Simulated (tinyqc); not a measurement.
Interfaces: Cahn-Hilliard equation on a periodic one-dimensional grid. Computed by tinyqc, a small Python program. Command: `OMP_NUM_THREADS=1 python tinyqc.py 3017932 3017933 out.jsonl cahn walk`. One thread of a shared host (Intel(R) Xeon(R) Processor @ 2.30GHz), about 0.06 s of CPU time with the checks.

Free energy F = h sum_j [A (c_j^2 - 1)^2/4 + (kappa/2) ((c_(j+1) - c_j)/h)^2]; dc/dt = Lap(mu), mu = A (c^3 - c) - kappa Lap(c), Lap(y)_j = (y_(j+1) - 2 y_j + y_(j-1))/h^2, mobility 1; the grid has n = 16 points.

Inputs (values chosen for the exercise, in reduced units):
```
quantity,value,unit
spacing h,1.4,-
well depth A,1,-
gradient coefficient kappa,0.83,-
mean composition c0,-0.26,-
noise amplitude,0.1,-
time step dt,0.13,-
end time,150,-
```

Scheme: explicit Euler.

Method:
- Start: c_j = c0 + amplitude x (z_j - mean of z).
- c(new) = c + dt Lap(mu).
- Run to the end time; break off if |c| exceeds 3 or F has risen by more than 1e-9 in more than 30 steps. Domains = stretches with c > c0.
- Continuum wall between c = -1 and +1: c = tanh(x/w), w = sqrt(2 kappa/A), energy s = (2/3) sqrt(2 kappa A). With two walls per domain, the estimate of F at the end is 2 x domains x s. Volume fraction of the +1 phase by the lever rule: (1 + c0)/2.

random numbers: [0.391, 0.040, -0.297, -0.315, 0.807, 0.873, -0.944, -0.233, 0.190, -0.954, 0.561, 0.280, -0.594, -0.831, -0.148, 0.823]

Course:
```
step,t,F,min c,max c,domains
0,0.00,4.87078,-0.353206,-0.170506,4
23,2.99,4.85275,-0.371066,-0.151881,3
58,7.54,4.80448,-0.452013,-0.045642,3
115,14.95,4.51371,-0.709584,0.324505,3
173,22.49,4.40446,-0.833558,0.514605,3
231,30.03,4.35670,-0.834667,0.558570,3
346,44.98,3.91621,-0.831879,0.665340,2
462,60.06,3.14674,-0.947962,0.833551,2
635,82.55,3.12529,-0.988738,0.852304,2
808,105.04,3.12354,-0.994426,0.852520,2
981,127.53,3.12337,-0.996128,0.852210,2
1154,150.02,3.12336,-0.996653,0.851990,2
```

F at the end = 3.12336

wall half width w = 1.2884

wall energy s = 0.85894

estimate of F = 3.4358

volume fraction = 0.37

w/h = 0.92029

What follows from these numbers?

The run ends at F = 3.1234, 0.91 of the estimate: walls this close overlap, or the grid resolves them poorly. Caution: the half width of the wall is below the grid spacing, so the wall is barely resolved and feels the grid.
